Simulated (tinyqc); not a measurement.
Grain-boundary trapping model (Seto) of a polycrystalline semiconductor film: one step, computed by the program tinyqc. Command: `OMP_NUM_THREADS=1 python tinyqc.py 3009061 3009062 out.jsonl poly walk`. One thread of a shared host (Intel(R) Xeon(R) Processor @ 2.30GHz), about 0.01 s of CPU time with the checks.

Grains of equal size L are joined by thin boundaries with one trap level. Trapped carriers deplete a width W on each side and raise a barrier, crossed by thermionic emission. Dopants are fully ionised, statistics are non-degenerate and mu_g does not depend on T.

Question. Critical doping. If all traps fill, the grain is just depleted at N* = Q_t/L, with the barrier e Q_t L/(8 eps eps_0).

Inputs (values chosen for the exercise, modelled on polycrystalline ZnO): permittivity eps = 8.3; grain size L = 36 nm; trap density Q_t = 5.3e+12 1/cm^2.

Grain interior: resistance included.

Constants: e = 1.602176634e-19 C; eps_0 = 8.8541878128e-12 F/m; k_B = 8.617333262e-05 eV/K.

Give: N*; barrier at N* with all traps filled.

Answer.

N* = 1.472e+18 1/cm^3

barrier at N* with all traps filled = 0.5200 V
